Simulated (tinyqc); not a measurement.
Comparisons within one model: quantum-confined Stark effect in a modulator well. A value that a table varies takes the place of the one given here.

Envelopes on cells of 0.5 angstrom over the well |z| < L/2 and 45 angstrom of barrier on each side, psi = 0 beyond, psi'/m continuous (mean mass between points), c = hbar^2/2m0. The electron sees + e F z and the hole - e F z, each with its offset in the barriers; 1 kV/cm = 1e-5 eV/angstrom. Light holes, band mixing and escape by tunnelling are left out.

Exciton: in-plane function exp(-rho/lam), 1/mu = 1/me + 1/mp, E(lam) = c/(mu lam^2) - (q/eps) times the integral over k of Fm(k)(1 + (k lam/2)^2)^(-3/2), Fm(k) the double integral of psi_e^2 psi_h^2 exp(-k |z - z'|), q = e^2/(4 pi eps0); binding Eb = -E at the minimum. Line at Eg + E_e + E_h - Eb, strength proportional to overlap^2/lam^2.

Constants: hbar^2/2m0 = 3.80998211 eV angstrom^2; e^2/(4 pi eps0) = 14.39964547 eV angstrom; hc = 1239.841984 eV nm.

Values chosen for the exercise (near those of a Ge well in SiGe, direct gap; shifted at random, so the results belong to these values and not to a real crystal):
- L = 112 angstrom (well width)
- Vc = 0.377 eV (conduction offset)
- Vv = 0.11 eV (heavy-hole offset)
- me = 0.0418 m0 (electron, well)
- meb = 0.056 m0 (electron, barrier)
- mh = 0.213 m0 (heavy hole along z, well)
- mhb = 0.236 m0 (heavy hole, barrier)
- Eg = 0.842 eV (gap of the well)
- mp = 0.07 m0 (heavy hole in the plane)
- eps = 15.4 (dielectric constant)
- Fs = (0, 13, 27, 40, 56, 72, 90) kV/cm (fields)
- Ls = (56, 74, 92, 112, 136, 164) angstrom (widths)
- F_L = 48 kV/cm (field for this table)
- F = 48 kV/cm (field)

## Raising the field

All quantities anew; shifts from zero field.

Results:

| F (kV/cm) | dE_e (meV) | dE_h (meV) | Eb (meV) | line shift (meV) | overlap^2 | relative strength |
|---|---|---|---|---|---|---|
| 0 | 0.00 | 0.00 | 3.96 | 0.00 | 0.997 | 1.000 |
| 13 | -0.10 | -0.41 | 3.95 | -0.49 | 0.976 | 0.970 |
| 27 | -0.44 | -1.71 | 3.89 | -2.07 | 0.910 | 0.884 |
| 40 | -0.96 | -3.63 | 3.82 | -4.45 | 0.826 | 0.778 |
| 56 | -1.88 | -6.78 | 3.72 | -8.42 | 0.711 | 0.640 |
| 72 | -3.10 | -10.64 | 3.61 | -13.38 | 0.600 | 0.515 |
| 90 | -4.81 | -15.65 | 3.50 | -19.99 | 0.489 | 0.398 |

The line shift grows with exponent 1.98 in F at low field and 1.80 at the end, as the carriers come up against opposite walls and the dipole begins to saturate. The hole gives 80 % of the level shift in the second row and 77 % in the last. The largest shift is 5.0 times the zero-field binding, yet 88 % of the binding survives, since the walls stop the field from pulling the pair apart. Half the strength is gone between 72 and 90 kV/cm.

## Width of the well

Zero-field line, its shift at F_L and the relative strength.

Results:

| L (angstrom) | line at F = 0 (nm) | Eb (meV) | shift (meV) | relative strength | shift x strength (meV) |
|---|---|---|---|---|---|
| 56 | 1281.1 | 4.42 | -1.16 | 0.972 | 1.13 |
| 74 | 1334.9 | 4.27 | -2.13 | 0.933 | 1.98 |
| 92 | 1369.9 | 4.12 | -3.70 | 0.853 | 3.16 |
| 112 | 1396.0 | 3.96 | -6.30 | 0.708 | 4.46 |
| 136 | 1416.6 | 3.80 | -10.63 | 0.490 | 5.21 |
| 164 | 1432.2 | 3.63 | -17.23 | 0.262 | 4.51 |

The shift grows with exponent 2.18 in L over the first two rows and 2.58 over the last two, against 4 for hard walls at second order; leakage lowers it in narrow wells and saturation in wide ones. The strength falls from 0.97 to 0.26, and the product of the two is largest at 136 angstrom.

## What each parameter does

Zero-field line, shift at F, overlap^2 and Eb at F. Each row changes one parameter from the base and keeps the others.

Results:

| case | line (nm) | shift (meV) | overlap^2 | Eb (meV) |
|---|---|---|---|---|
| base | 1396.0 | -6.30 | 0.769 | 3.77 |
| L = 102 angstrom | 1384.3 | -4.88 | 0.833 | 3.90 |
| F = 38 kV/cm | 1396.0 | -4.03 | 0.840 | 3.83 |
| Vc = 0.302 eV | 1399.4 | -6.47 | 0.761 | 3.74 |
| Vv = 0.138 eV | 1395.4 | -5.88 | 0.787 | 3.80 |
| me = 0.0481 m0 | 1401.2 | -6.31 | 0.762 | 4.01 |
| mh = 0.181 m0 | 1394.5 | -6.14 | 0.786 | 3.76 |
| eps = 13.9 | 1397.2 | -6.25 | 0.769 | 4.48 |

The largest shifts from the base row, up to three for each result and ties (the steps differ in size, so this ranks the rows, not the parameters). line (nm): L -11.7, me +5.3, Vc +3.5; unchanged at the printed digits by F. shift (meV): F +2.27, L +1.41, Vv +0.42. overlap^2: F +0.071, L +0.064, Vv +0.019; unchanged at the printed digits by eps. Eb (meV): eps +0.72, me +0.24, L +0.13.

tinyqc: `OMP_NUM_THREADS=1 python tinyqc.py 1250720 1250721 out.jsonl`; about 0.2 s, one thread, shared Intel(R) Xeon(R) Processor @ 2.30GHz.
